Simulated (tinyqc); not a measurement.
Two-valley model of the transferred-electron effect: one step, computed by the program tinyqc.

Both kinds of valley share one electron temperature T_e, and each has a constant mobility.

Problem. Equilibrium. Density-of-states ratio R = Z (m2/m1)^(3/2); n2/n1 = R exp(-dE/(k_B T_e)); mean mobility mu = (mu1 + mu2 n2/n1)/(1 + n2/n1); energy balance e mu F^2 = (3/2) k_B (T_e - T)/tau_E; v = mu F.

Inputs (values chosen for the exercise, modelled on In0.53Ga0.47As): central-valley mass m1 = 0.041 m_0; satellite-valley mass m2 = 0.25 m_0; satellite valleys Z = 4; valley separation dE = 0.58 eV; central-valley mobility mu1 = 10000 cm^2/(V s); satellite-valley mobility mu2 = 180 cm^2/(V s); lattice temperature T = 500 K.

Solver: bisection.

Constants: k_B = 8.617333262e-05 eV/K.

Give: R; n2/n1 without field; low-field mobility.

Solution.

R = 60.23

n2/n1 without field = 8.583e-05

low-field mobility = 9999 cm^2/(V s)

dE is 13.5 k_B T, so the satellites are empty without field.
